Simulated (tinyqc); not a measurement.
# Thermal resistances of a two-die stack

Question. Heat leaves through the lower die only, and the system is linear. Find the resistance R1 from the lower die to the coolant, R2 between the dies, and the rise of the upper die when both are powered.

Inputs (values chosen for the exercise): power of the lower die P1 = 48 W; power of the upper die P2 = 4.9 W.

rises of the lower and upper die with only the lower one powered (K): [36.96, 36.96]
rises of the lower and upper die with only the upper one powered (K): [3.773, 4.067]

Solution. With only the lower die powered no heat crosses R2, so both dies rise by P1 R1; the difference in the second test is P2 R2; rises add.

R1 = 0.7700 K/W
R2 = 0.06000 K/W
rise of the upper die = 41.03 K

Numbers from tinyqc (`OMP_NUM_THREADS=1 python tinyqc.py 2162094 2162095 out.jsonl`; about 0.03 s on one thread of a shared Intel Xeon 2.30GHz).
